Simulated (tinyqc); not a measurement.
Shallow donor in an anisotropic valley (effective-mass theory), step by step. Values are carried at full precision from step to step, so a last printed digit may differ when a step is redone from the rounded ones.

Constants: Ry = 13.60569312 eV; a0 (Bohr radius) = 0.5291772105 angstrom; hbar^2/2m0 = 3.80998211 eV angstrom^2; e^2/(4 pi eps0) = 14.39964547 eV angstrom.

Inputs chosen for the exercise (near those of GaP; the results hold for these values, not for the real material): ml = 2.051 m0 (longitudinal mass); mt = 0.256 m0 (transverse mass); eps = 10.8 (dielectric constant); a = 14.6 angstrom (trial radius across the axis); b = 8.8 angstrom (trial radius along the axis).

## Hydrogen-like estimates

Ry* = Ry m/eps^2 and a* = a0 eps/m for four choices of one mass: mt, the conductivity mass 3/(1/ml + 2/mt), the density-of-states mass (ml mt^2)^(1/3), and ml.

Estimates:
```
mass               m (m0)  Ry* (meV)  a* (angstrom)
mt                 0.2560      29.86          22.32
conductivity       0.3614      42.16          15.81
density of states  0.5122      59.75          11.16
ml                 2.0510     239.24           2.79
```

## Energy of one trial function

One valley: H = -c [(d2/dx2 + d2/dy2)/mt + (d2/dz2)/ml] - q/(eps r), c = hbar^2/2m0, q = e^2/(4 pi eps0). Trial function exp(-sqrt((x^2 + y^2)/a^2 + z^2/b^2)) with a > b: T = (c/3)(2/(mt a^2) + 1/(ml b^2)), V = -(q/eps) atan(u/b)/u, u = sqrt(a^2 - b^2). The central cell of the impurity is left out.

Evaluate T, V and E. Scaling both radii by f changes T to T/f^2 and V to V/f, so the best factor is f = -2T/V, with energy -V^2/(4T).

T = 54.542 meV
V = -105.734 meV
E = -51.192 meV
best scale factor = 1.0317
energy after scaling = -51.243 meV

The virial ratio -V/T is 1.939; it is 2 at the best scale. Scaling gains 0.051 meV.

## Scan over the shape

For each ratio b/a = 0.2, 0.3, ..., 0.9 the best scale follows from a = -2 T1/V1, with T1 and V1 taken at a = 1 angstrom.

Scan:
```
b/a  a (angstrom)  b (angstrom)  E (meV)
0.2         27.26          5.45  -34.178
0.3         18.99          5.70  -46.594
0.4         16.36          6.54  -51.555
0.5         15.38          7.69  -52.410
0.6         15.07          9.04  -51.290
0.7         15.06         10.55  -49.288
0.8         15.23         12.18  -46.945
0.9         15.49         13.94  -44.527
```

The best listed ratio is 0.5; (mt/ml)^(1/2) = 0.35 and (mt/ml)^(1/3) = 0.50 are common guesses.

## The minimum

Minimise over a and b. The Mott estimate n_c = (0.25/a_m)^3 uses a_m = (a^2 b)^(1/3); 1/angstrom^3 = 1e24/cm^3.

a = 15.50 angstrom
b = 7.46 angstrom
E = -52.447 meV
a_m = 12.14 angstrom
n_c = 8.72 x 1e18/cm^3

b/a = 0.481. The binding energy is 1.756 times Ry*(mt). The central cell of a real donor shrinks the orbit and raises n_c.

## Checks

- Energy from 21 anisotropic Gaussians against the two-parameter function, meV: -52.58 against -52.45.

Computed by tinyqc, a small Python program: `OMP_NUM_THREADS=1 python tinyqc.py 1280120 1280121 out.jsonl` (the numbers bound the seed that draws the inputs); one thread of a shared host (Intel(R) Xeon(R) Processor @ 2.30GHz), about 0.01 s for the whole set of steps.
